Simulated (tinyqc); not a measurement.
# MOSFET in the linear regime without short-channel effects, parameter extraction from computed curves: effects of single changes

Inversion charge Q = Cox n Vt W0(exp((Vg - VT)/(n Vt))), W0 the Lambert function and n = nf; u = Q/Cox; mobility mu = mu0/(1 + th1 u + th2 u^2); channel resistance Rch = (L - dL)/(W mu Q); Id = Vd/(Rch + Rsd/W). Cox = eps0 eox/tox. Small Vd, no channel-length or drain effects.

Parameters, values chosen for the exercise; channel values of the order met in silicon transistors: temperature T = 200 K; relative permittivity of the gate insulator (close to silicon nitride) eox = 7.6; insulator thickness tox = 2.9 nm; low-field mobility mu0 = 230 cm^2/(V s); first mobility attenuation factor th1 = 0.35 1/V; second mobility attenuation factor th2 = 0 1/V^2; threshold voltage VT = 0.55 V; body factor nf = 1.46; gate width W = 1 um; drawn gate length L = 0.5 um; drawn less effective length dL = 0.004 um; source plus drain resistance Rsd = 480 ohm um; drain voltage Vd = 0.02 V.

Constants: q = 1.602176634e-19 C, kB = 1.380649e-23 J/K, Vt = kB T/q, eps0 = 8.8541878128e-14 F/cm where lengths are in cm. Results are converted to the units shown.

Each table varies one quantity; the others keep the values above.

## Extraction methods against the second mobility attenuation factor

From the continuous curve Id(Vg): tangent at peak gm (V_ext = Vg - Id/gm); constant current Id = 0.1 uA W/L; peak of d2Id/dVg2; Y = Id/sqrt(gm) drawn through Vg = VT + 0.6 and VT + 0.8 V, with intercept VT_Y and slope s. Mobilities gm,max L/(W Cox Vd) and s^2 L/(W Cox Vd) with the drawn L. Last column: share of Rsd/W in the total resistance at VT + 0.8 V.

Extraction methods against the second mobility attenuation factor:
columns A: th2 (1/V^2); B: V_ext (V); C: constant current (V); D: second derivative (V); E: VT_Y (V); F: mobility from gm (cm^2/(V s)); G: mobility from Y (cm^2/(V s)); H: series share (%)
```
A         B      C      D      E    F    G     H
0     0.549  0.535  0.542  0.592  157  214  22.8
0.06  0.549  0.535  0.542  0.607  157  230  22.4
0.12  0.549  0.535  0.542  0.622  157  247  22.0
0.18  0.548  0.535  0.542  0.637  156  267  21.6
0.24  0.548  0.535  0.542  0.653  156  288  21.2
0.3   0.548  0.535  0.542  0.668  156  312  20.8
0.36  0.548  0.535  0.542  0.683  155  339  20.5
```

What does the table show?

The model has VT = 0.55 V and mu0 = 230 cm^2/(V s). Over the table the extracted thresholds move by 1.2 mV (tangent), under 0.5 mV (constant current), under 0.5 mV (second derivative), 91 mV (Y function). The mobility from gm falls from 157 to 155 and that from Y rises from 214 to 339 cm^2/(V s).

## Extraction methods against the source plus drain resistance

Same model as above.

Extraction methods against the source plus drain resistance:
columns A: Rsd (ohm um); B: V_ext (V); C: constant current (V); D: second derivative (V); E: VT_Y (V); F: mobility from gm (cm^2/(V s)); G: mobility from Y (cm^2/(V s)); H: series share (%)
```
A         B      C      D      E    F    G     H
0     0.561  0.534  0.543  0.592  180  214     0
50    0.560  0.534  0.543  0.592  177  214  2.99
100   0.558  0.534  0.543  0.592  174  214  5.80
200   0.555  0.534  0.543  0.592  169  214  11.0
400   0.551  0.534  0.542  0.592  160  214  19.8
800   0.544  0.535  0.540  0.592  147  214  33.0
1500  0.538  0.535  0.538  0.592  132  214  48.0
```

Read the table: what changes, and by how much?

The model has VT = 0.55 V and mu0 = 230 cm^2/(V s). Over the table the extracted thresholds move by 24 mV (tangent), 0.52 mV (constant current), 5.0 mV (second derivative), under 0.5 mV (Y function). The mobility from gm falls from 180 to 132 and that from Y stays near 214 cm^2/(V s). Y cancels the series resistance, which multiplies Id and sqrt(gm) by the same factor.

Program tinyqc, `OMP_NUM_THREADS=1 python tinyqc.py 2210012 2210013 out.jsonl`; Intel Xeon 2.30GHz, shared host, one thread, about 0.01 s.
